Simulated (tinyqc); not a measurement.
Worked calculation: harmonic frequencies on the RHF/6-311g surface (energies and gradients from PySCF), for H2, spin multiplicity 1. Computed by tinyqc, a small Python program that keeps every step (integrals from PySCF). Settings: charge = 0, multiplicity = 1, basis = 6-311g, delta = 0.002. Command: `OMP_NUM_THREADS=1 python tinyqc.py 27923 27924 out.jsonl` (the two numbers bound the seeds that draw the settings). One thread of a shared host (Intel(R) Xeon(R) Processor @ 2.60GHz), about 0.5 s of CPU time with the checks.

## One row of the Hessian: 2Hz

optimised positions (bohr):
```
           x         y         z
1H  0.000000  0.000000  0.091096
2H  0.000000  0.000000  1.473598
```

gradient at +delta (hartree/bohr):
```
             x           y            z
1H  0.00000000  0.00000000  -0.00079724
2H  0.00000000  0.00000000   0.00079724
```

gradient at -delta (hartree/bohr):
```
             x           y            z
1H  0.00000000  0.00000000   0.00080220
2H  0.00000000  0.00000000  -0.00080220
```

Displace 2Hz by +/-0.002 bohr; H(k, :) = (g(+) - g(-)) / (2 delta).

row of the Hessian (hartree/bohr^2): 1Hx 0.00000000, 1Hy 0.00000000, 1Hz -0.39985984, 2Hx 0.00000000, 2Hy 0.00000000, 2Hz 0.39985984

## Hessian by finite differences

All rows are made in the same way, and the matrix is symmetrised.

Hessian (symmetrised) (hartree/bohr^2), lower triangle:
```
             1Hx          1Hy          1Hz         2Hx         2Hy         2Hz
1Hx   0.00000059
1Hy   0.00000000   0.00000059
1Hz   0.00000000   0.00000000   0.39985984
2Hx  -0.00000059   0.00000000   0.00000000  0.00000059
2Hy   0.00000000  -0.00000059   0.00000000  0.00000000  0.00000059
2Hz   0.00000000   0.00000000  -0.39985984  0.00000000  0.00000000  0.39985984
```

## Normal modes

masses (u): 1H 1.007825, 2H 1.007825

Diagonalise H_ij / sqrt(m_i m_j); the 5 smallest eigenvalues belong to translations and rotations; wavenumber = sqrt(eigenvalue / 1822.888) x 219474.63; each mode has its largest component positive (the first on a tie); zero-point energy = sum of wavenumbers / 2, with 349.755 1/cm per kcal/mol.

eigenvalues of the mass-weighted Hessian (hartree/(bohr^2 u)): 0.000000  0.000000  0.000000  0.000001  0.000001  0.793510

harmonic wavenumbers of the vibrations (1/cm): 4579.1

mass-weighted modes:
```
        mode 1
1Hx   0.000000
1Hy   0.000000
1Hz   0.707107
2Hx   0.000000
2Hy   0.000000
2Hz  -0.707107
```

zero-point energy = 6.546159 kcal/mol
